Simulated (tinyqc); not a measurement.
Hall effect and magnetoresistance of several carrier groups with constant relaxation times: one step, computed by the program tinyqc. Command: `OMP_NUM_THREADS=1 python tinyqc.py 3019063 3019064 out.jsonl hall2 walk`. One thread of a shared host (Intel(R) Xeon(R) Processor @ 2.30GHz), about 0.01 s of CPU time with the checks.

Group 1 has charge +e and group 2 charge +e; s_i is that sign. B lies along z; mu B is formed with mu in m^2/(V s).

Problem. Back from four measured limits to the two groups. With z_i = s_i mu_i and w_i = s_i n_i the moments M_k = w1 z1^k + w2 z2^k are M_(-1) = (1 + MR_sat) M_0^2/M_1, M_0 = 1/(e R_strong), M_1 = sigma(0)/e, M_2 = R_weak sigma(0)^2/e. The z_i are the roots of z^2 + p z + q with M_2 + p M_1 + q M_0 = 0 and M_1 + p M_0 + q M_(-1) = 0; then w follows from M_0 and M_1. Group 1 is the faster.

Carriers: light and heavy holes. Densities: per area (a thin layer).

R_H at strong field = 9125.013 cm^2/C

sigma at B = 0 = 0.07945194 S

R_H at weak field = 16826.48 cm^2/C

saturation MR = 27.90094 %

Constants: e = 1.602176634e-19 C.

Give: p and q; signed mobilities s_i mu_i; densities.

Solution.

p and q: -3530  1.59e+06

signed mobilities s_i mu_i (cm^2/(V s)): 3000  530

densities (1/cm^2): 5.4000e+13  6.30e+14
